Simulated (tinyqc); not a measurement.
From ratio -V_in/V_out back to metal thickness d: time-domain thermoreflectance: layered heat flow under a modulated pulse train, and what the signal ratio measures. Computed by tinyqc, a small Python program. Command: `OMP_NUM_THREADS=1 python tinyqc.py 3111135 3111136 out.jsonl tdtr inv`. One thread of a shared host (Intel(R) Xeon(R) Processor @ 2.30GHz), about 0.3 s of CPU time with the checks.

Pulses repeat at 80 MHz; heat is laid down at the surface, all layers are isotropic.

Inputs (values chosen for the exercise, modelled on aluminium on sapphire):

| quantity | value | unit |
|---|---|---|
| metal conductivity | 150 | W/(m K) |
| metal heat capacity | 2.42 | MJ/(m^3 K) |
| boundary conductance G under the metal | 38 | MW/(m^2 K) |
| substrate conductivity kappa | 34.5 | W/(m K) |
| substrate heat capacity C | 3.05 | MJ/(m^3 K) |
| modulation frequency f | 12 | MHz |
| spot radius w (1/e^2, pump and probe) | 21 | micrometre |
| delay t | 180 | ps |

Stack: metal, substrate.

Method:
- For radial wave number k and angular frequency W each layer has u = sqrt(4 pi^2 k^2 + i W C/kappa) and gamma = kappa u. Surface impedance from below: Z = 1/gamma for the substrate; a layer of thickness L maps Z to (Z + tanh(u L)/gamma)/(1 + gamma Z tanh(u L)); a boundary adds 1/G.
- Response per absorbed watt H(W) = 2 pi int_0^(2/w) Z(k, W) exp(-pi^2 k^2 w^2) k dk by 20 Gauss-Legendre points.
- Signal: X + iY = sum_(m = -M..M) H(2 pi (f + m f_r)) exp(i 2 pi m f_r t) exp(-pi (m/M)^2 x 4), f_r = 80 MHz, M = 4000, with H(-W) the complex conjugate of H(W); V_in = X, V_out = Y, ratio = -V_in/V_out.

Problem. A run gave the result below. Find the metal thickness d, known to lie between 75 and 150 nm.

ratio -V_in/V_out = 4.342505

Solution.

Each step takes the trial c = (a f_b - b f_a)/(f_b - f_a), f being the result less the target and a, b, c the logarithms of the listed values; c replaces end b, the old b replaces a if the sign of f changed, and otherwise f_a is halved.

Scan of the range:

| metal thickness d (nm) | ratio -V_in/V_out |
|---|---|
| 75.0 | 4.93286 |
| 84.2 | 4.25779 |
| 94.5 | 3.69332 |
| 106.0 | 3.22360 |
| 119.0 | 2.82947 |
| 134.0 | 2.49787 |
| 150.0 | 2.24822 |

False position (Illinois rule, in the logarithm of the input) inside the bracket:

| step | end a | end b | trial | ratio -V_in/V_out |
|---|---|---|---|---|
| 1 | 75.0000 | 84.2000 | 82.9863 | 4.33617 |
| 2 | 75.0000 | 82.9863 | 82.8099 | 4.34780 |
| 3 | 82.9863 | 82.8099 | 82.8901 | 4.34250 |
| 4 | 82.8099 | 82.8901 | 82.8900 | 4.34250 |

Ratio -V_in/V_out falls at every point of a 13-point scan of the range (every second point is shown), so one value fits; it is bracketed by 75.0 and 84.2. Answer: metal thickness d = 82.89 nm.
